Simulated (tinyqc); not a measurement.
## Surface Green function of a dimerised chain, Sancho-Rubio decimation: effect of the broadening

A semi-infinite lead of cells 0, 1, 2, ... with H0 inside a cell and H1 = <cell i|H|cell i + 1>. Cell A, B with A at the surface; -t1 joins A and B, -t2 joins B to the next A. z = E + i eta.

Start with e_s = e = H0, a = H1, b = H1^dagger. Each round: g = (z - e)^(-1); e_s <- e_s + a g b; e <- e + a g b + b g a; a <- a g a; b <- b g b (all with the old a, b). Round k joins cells 2^k apart. Stop when the largest entry of the matrices a and b is below 1e-12 eV; g_s = (z - e_s)^(-1), bulk (z - e)^(-1), density of states -Im Tr/pi. The last column counts the steps of the plain recursion g <- (z - H0 - H1 g H1^dagger)^(-1), one cell a step from g = (z - H0)^(-1), until no entry changes by more than 1e-8 1/eV.

Values chosen for this exercise:
- E = 1.82 eV (energy)

H0 (eV):

|  | A | B |
|---|---|---|
| A | 0 | -0.76 |
| B | -0.76 | 0 |

H1 (eV):

|  | A | B |
|---|---|---|
| A | 0 | 0 |
| B | -1 | 0 |

Results:

| eta (eV) | rounds | surface density of states (1/eV) | plain steps |
|---|---|---|---|
| 0.3 | 5 | 0.2347 | 11 |
| 0.1 | 6 | 0.1578 | 15 |
| 0.04 | 6 | 0.08110 | 17 |
| 0.02 | 6 | 0.04296 | 18 |
| 0.004 | 6 | 0.008775 | 18 |

Estimate the missing row, eta = 0.01 eV.

Computed row:

| eta (eV) | rounds | surface density of states (1/eV) | plain steps |
|---|---|---|---|
| 0.01 | 6 | 0.02183 | 18 |

With this row back in the table: The rounds go from 5 to 6 and the plain steps from 11 to 18. Outside the bands both counts level off, and the density of states vanishes as eta^(0.99) between the last two rows: it is the Lorentzian tail of states at other energies.

Numbers from tinyqc (`OMP_NUM_THREADS=1 python tinyqc.py 2680003 2680004 out.jsonl`; about 0.01 s on one thread of a shared Intel Xeon 2.30GHz).
